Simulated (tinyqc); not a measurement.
Disorder broadening of a one-dimensional band in the self-consistent Born approximation: one step of the calculation.

The local Green function is G = g0(z - Sigma) with z = E + i eta and g0(z) = 1/(sqrt(z - 2t) sqrt(z + 2t)), principal roots; the self-energy is Sigma = D G. The density of states is -Im G/pi.

Question. Density of states and lifetime. G = Sigma/D, density of states -Im G/pi, lifetime hbar/(2 |Im Sigma|); without disorder the density of states is -Im g0(z)/pi.

Values chosen for this exercise: hopping t = 1 eV; variance of the random site energy D = 0.16 eV^2; bare broadening eta = 0.01 eV; energy from the band centre E = -0.319 eV.

Constants: q = 1.602176634e-19 C, hbar = 1.054571817e-34 J s. Results are converted to the units shown.

converged Sigma = -0.000599855-0.080940992i eV

Give: density of states; lifetime; density of states without disorder.

Answer.

density of states = 0.1610 1/eV
lifetime = 4.066 fs
density of states without disorder = 0.1612 1/eV

Disorder makes the density of states at this energy 0.12 % below the clean value.

Range of the model: The self-consistent Born approximation misses band tails from rare fluctuations and localisation.

Computed by the program tinyqc: `OMP_NUM_THREADS=1 python tinyqc.py 2720130 2720131 out.jsonl`, one thread of a shared Intel Xeon 2.30GHz, about 0.02 s for the whole run.
